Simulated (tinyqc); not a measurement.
# Changing the pump speed S

Model: gas flow in a process chamber: flow regimes, conductance, effective pumping speed, pump-down, outgassing and purge. Computed by tinyqc, a small Python program. Command: `OMP_NUM_THREADS=1 python tinyqc.py 3121044 3121045 out.jsonl pump sweep`. One thread of a shared host (Intel(R) Xeon(R) Processor @ 2.30GHz), about 0.01 s of CPU time with the checks.

Ideal gas, isothermal flow, a pump of constant speed at the end of a round pipe; process gas, volume gas and outgassing are given the same properties. 1 sccm = 101325 Pa x 1e-6 m^3/60 s x T/273.15 K.

Inputs (values chosen for the exercise, modelled on water vapour near room temperature):
```
quantity                     value            unit
molar mass M                 18.02           g/mol
molecular diameter            0.46              nm
viscosity eta                  9.9   micropascal s
temperature T                  350               K
chamber volume V               160               L
wall area                     0.41             m^2
pipe diameter d                 16              cm
pipe length l                   41              cm
process gas flow               320            sccm
outgassing rate after 1 h  2.2e-06  Pa m^3/(s m^2)
outgassing exponent n         0.97               -
target base pressure        0.0003              Pa
```

Constants: k_B = 1.380649e-23 J/K; u = 1.6605390666e-27 kg.

Method:
- Mean speed c = sqrt(8 k_B T/(pi m)); aperture conductance C_a = c pi d^2/16; molecular pipe C_m = C_a/(1 + 3 l/(4 d)) (Dushman form); viscous pipe C_v = pi d^4 p_mean/(128 eta l); Knudsen interpolation C = C_v + C_m (1 + x)/(1 + 1.24 x), x = d p_mean sqrt(m/(k_B T))/eta.
- Effective speed 1/S_eff = 1/S + 1/C_m; time constant V/S_eff; pressure at which the free path k_B T/(sqrt2 pi d_m^2 p) equals d.
- Steady flow: the pump inlet is at p_2 = Q/S, and the chamber pressure p_1 solves Q = C((p_1 + p_2)/2) (p_1 - p_2). Residence time = p_1 V/Q.
- Knudsen number = free path at the mean pressure over d.
- From the outgassing limit: t = 1 h x (q_1 A/(S_eff p_target))^(1/n) - 10 s; monolayer time at the target = 1e19 m^-2 x 4 k_B T/(p c) for unit sticking.

One run for each value:
```
pump speed S (L/s)  S_eff in molecular flow (L/s)  chamber pressure p_1 (Pa)  time to the target (h)
5                                             5.0                      138.5                  0.5919
13                                           12.8                       53.3                  0.2210
36                                           34.9                       19.2                  0.0772
97                                           89.2                        7.2                  0.0276
260                                         210.4                        2.7                  0.0098
690                                         424.5                        1.1                  0.0033
```

Over the rows, S_eff in molecular flow (L/s) rises from 4.98 to 424 (exponent d ln y / d ln x 0.99 between the first rows and 0.72 between the last); chamber pressure p_1 (Pa) falls from 138 to 1.14 (exponent d ln y / d ln x -1.00 between the first rows and -0.89 between the last); time to the target (h) falls from 0.592 to 0.00330 (exponent d ln y / d ln x -1.0 between the first rows and -1.1 between the last). At the low end the exponent of S_eff in molecular flow is 0.99, close to 1: the pump limits.  Left out: 1900, 5000 (the volume gas sets the time).
